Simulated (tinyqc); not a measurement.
Bloch-Grueneisen resistivity of a metal: one step, computed by the program tinyqc.

Electrons scatter from a Debye spectrum of phonons (n = 5 for scattering within one band, n = 3 for scattering into a second, heavy band) and from static defects.

Question. Total resistivity and derived numbers. J_n(y) = int_0^y x^n e^x/(e^x - 1)^2 dx, by 96 Gauss-Legendre points (upper limit at most 60). rho_ph = (n - 1) rho_1 (T/Theta)^n J_n(Theta/T), with rho_1 = 2 pi lambda_tr k_B Theta/(hbar eps_0 w_p^2), the high-temperature line at T = Theta. Parallel-resistor saturation: 1/rho = 1/(rho_0 + rho_ph) + 1/rho_sat. Temperature coefficient (1/rho) d rho/dT by a central difference of +/- 0.5 K; residual ratio rho(295 K)/rho(4.2 K); scattering time tau = 1/(eps_0 w_p^2 rho); Wiedemann-Franz kappa = L_0 T/rho, L_0 = (pi^2/3)(k_B/e)^2.

Inputs (values chosen for the exercise, modelled on ruthenium): exponent n = 5; Debye temperature Theta = 440 K; transport coupling lambda_tr = 0.45; Drude plasma energy hbar w_p = 7.9 eV; residual resistivity rho_0 = 0.71 microohm cm; temperature T = 120 K; saturation resistivity = 190 microohm cm.

Addition: saturation.

Constants: k_B = 1.380649e-23 J/K; hbar = 1.054571817e-34 J s; eps_0 = 8.8541878128e-12 F/m; hbar = 6.582119569e-16 eV s; k_B = 8.617333262e-05 eV/K.

Give: resistivity rho; temperature coefficient; residual resistance ratio; scattering time; Wiedemann-Franz conductivity.

Answer.

resistivity rho = 2.4700 microohm cm

temperature coefficient = 12.886 1e-3/K

residual resistance ratio = 11.237

scattering time = 31.742 fs

Wiedemann-Franz conductivity = 118.69 W/(m K)

The coefficient is 1.55 times 1/T; it exceeds 1/T because the phonon part, extended linearly, meets zero above T = 0. Caution: below about Theta/2 small-angle phonon scattering degrades heat flow more than charge flow, so a thermal conductivity taken from rho by the Wiedemann-Franz law would be too high.
